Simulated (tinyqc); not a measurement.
# Planar metal-insulator-metal capacitor: capacitance, non-linearity, leakage and relaxation: what changes with what

A film between two metal electrodes, each interface adding a series capacitance ci. The small-signal permittivity is ek (1 + aq E^2); the field is found with the linear permittivity. Leakage J = J0 sinh(E/Ef). After a voltage step the film passes a relaxation current kr C V tt^(-nr), tt being the time in seconds.

Parameters, values chosen for the exercise; permittivity of the order of that of strontium titanate:
- ek = 156 (relative permittivity of the film)
- t = 7.4 nm (film thickness)
- ci = 100 uF/cm^2 (capacitance of each electrode interface (dead layer and screening))
- aq = -0.05 cm^2/MV^2 (quadratic field coefficient of the permittivity)
- V = 1.6 V (bias)
- nr = 0.948 (exponent of the relaxation current)
- kr = 0.00038 (strength of the relaxation)
- J0 = 4.5e-10 A/cm^2 (leakage prefactor)
- Ef = 0.36 MV/cm (field for an e-fold rise of the leakage)
- t0 = 1e-7 s (duration of the write pulse)

Constants: eps0 = 8.8541878128e-14 F/cm where lengths are in cm. Results are converted to the units shown.

Each table varies one quantity; the others keep the values above.

## Capacitance, non-linearity and leakage against thickness

Planar film: Cf = eps0 ek/t, 1/C = 1/Cf + 2/ci, EOT = 3.9 eps0/C, effective permittivity C t/eps0, E = (V/t) C/Cf; quadratic coefficient [C(V)/C - 1]/V^2 with Cf (1 + aq E^2) in C(V).

Capacitance, non-linearity and leakage against thickness:

| t (nm) | C (uF/cm^2) | EOT (nm) | effective permittivity | E (MV/cm) | quadratic coefficient (ppm/V^2) | J (A/cm^2) |
|---|---|---|---|---|---|---|
| 8.3 | 12.486 | 0.27656 | 117.04 | 1.4463 | -31476 | 1.2498e-8 |
| 11 | 10.036 | 0.34406 | 124.69 | 1.1626 | -21390 | 5.6755e-9 |
| 14 | 8.2401 | 0.41906 | 130.29 | 0.95451 | -14975 | 3.1733e-9 |
| 17 | 6.9893 | 0.49406 | 134.19 | 0.80961 | -11063 | 2.1087e-9 |
| 22 | 5.5780 | 0.61906 | 138.60 | 0.64614 | -7261.4 | 1.3168e-9 |
| 29 | 4.3487 | 0.79406 | 142.43 | 0.50374 | -4530.1 | 8.5623e-10 |
| 37 | 3.4738 | 0.99406 | 145.16 | 0.40239 | -2944.4 | 6.1446e-10 |
| 47 | 2.7757 | 1.2441 | 147.34 | 0.32153 | -1907.6 | 4.5751e-10 |
| 60 | 2.2008 | 1.5691 | 149.13 | 0.25493 | -1213.6 | 3.4597e-10 |

What does the comparison show?

C falls from 12.5 to 2.20 uF/cm^2 while the effective permittivity goes from 117 to 149 (ek = 156). EOT is a straight line in t with slope 3.9/ek = 0.0250 and intercept 0.0691 nm. The quadratic coefficient goes as t^(-1.37) between the first two rows and t^(-1.85) between the last two (-2 without interfaces), and J falls by 1.56 decades.

## Charge lost after writing

Planar film: Cf = eps0 ek/t, 1/C = 1/Cf + 2/ci, EOT = 3.9 eps0/C, effective permittivity C t/eps0, E = (V/t) C/Cf. A capacitor written for t0 and then left open loses, as a share of C V, kr (tt^(1 - nr) - t0^(1 - nr))/(1 - nr) by relaxation and J tt/(C V) by leakage; both are taken as small, and rows far outside that range are left out.

The same in every row: leakage current (nA/cm^2) = 17.84.

Charge lost after writing:

| tt (s) | relaxation current (nA/cm^2) | loss by relaxation (%) | loss by leakage (%) | total loss (%) |
|---|---|---|---|---|
| 1e-6 | 4.029e6 | 0.04020 | 8.205e-8 | 0.04020 |
| 1e-5 | 4.541e5 | 0.08552 | 8.205e-7 | 0.08552 |
| 0.0001 | 5.119e4 | 0.1366 | 8.205e-6 | 0.1366 |
| 0.001 | 5770 | 0.1942 | 8.205e-5 | 0.1943 |
| 0.01 | 650.4 | 0.2591 | 8.205e-4 | 0.2599 |
| 0.1 | 73.31 | 0.3322 | 0.008205 | 0.3404 |
| 1 | 8.264 | 0.4147 | 0.08205 | 0.4967 |
| 10 | 0.9315 | 0.5077 | 0.8205 | 1.328 |

What does the comparison show?

The two currents are equal at tt = 0.444 s. The loss by relaxation grows from 0.0402 to 0.508 %, by 0.0453 points over the first decade and 0.0930 over the last, while the loss by leakage grows tenfold a decade. Leakage is the larger loss for tt = 10 s.

Computed by the program tinyqc: `OMP_NUM_THREADS=1 python tinyqc.py 2102165 2102166 out.jsonl`, one thread of a shared Intel Xeon 2.30GHz, about 0.01 s for the whole run.
